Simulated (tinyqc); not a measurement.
Choice of the trial orbital: Wannier function of the lower band of a two-orbital chain.

H(k) = [[-d/2 - 2 ta cos k, -t1 - t2 exp(-ik)], [-t1 - t2 exp(ik), d/2 - 2 tb cos k]], k in 1/a, Bloch sums with exp(ikR) and without the positions inside the cell. Mesh k_j = 2 pi j/N. Projection gauge: each lower eigenvector u is multiplied by the phase that makes <trial|u> real and positive (the one-band case of Loewdin orthogonalisation). Wannier amplitudes w(R) = (1/N) sum_k exp(ikR) u(k); hoppings H(R) = (1/N) sum_k exp(-ikR) E(k).

Inputs chosen for the exercise: d = -1.38 eV (A at -d/2, B at +d/2); t1 = 1.57 eV (A-B in the cell); t2 = 1.55 eV (B to A of the next cell); ta = -0.05 eV (A-A between cells); tb = -0.01 eV (B-B between cells); xb = 0.48 a (position of B (A at 0)).

N = 16. Centre, Omega_I and Omega_D from overlaps (b = 2 pi/N, M_j = u_j^+ diag(1, exp(-i b xb)) u_(j+1); Omega_D = (1/(N b^2)) sum (arg M_j + b centre)^2).

Trial angle:

| th (deg) | smallest projection | centre (a) | Omega_I (a^2) | Omega_D (a^2) |
|---|---|---|---|---|
| 0 | 0.015 | 0.4812 | 0.13360 | 1.65282 |
| 15 | 0.274 | 0.4812 | 0.13360 | 0.62810 |
| 30 | 0.513 | 0.4812 | 0.13360 | 0.26592 |
| 45 | 0.718 | 0.4812 | 0.13360 | 0.11776 |
| 60 | 0.866 | 0.4812 | 0.13360 | 0.04624 |
| 75 | 0.888 | 0.4812 | 0.13360 | 0.01080 |
| 90 | 0.784 | 0.4812 | 0.13360 | 0.00005 |

What can be read from this table?

Omega_I is the same for all. Omega_D is smallest at 90 degrees (0.00005) and largest at 0 (1.65282). The centre does not move.

Computed by tinyqc, a small Python program: `OMP_NUM_THREADS=1 python tinyqc.py 1481858 1481859 out.jsonl` (the numbers bound the seed that draws the inputs); one thread of a shared host (Intel(R) Xeon(R) Processor @ 2.30GHz), about 0.1 s for the whole set of steps.
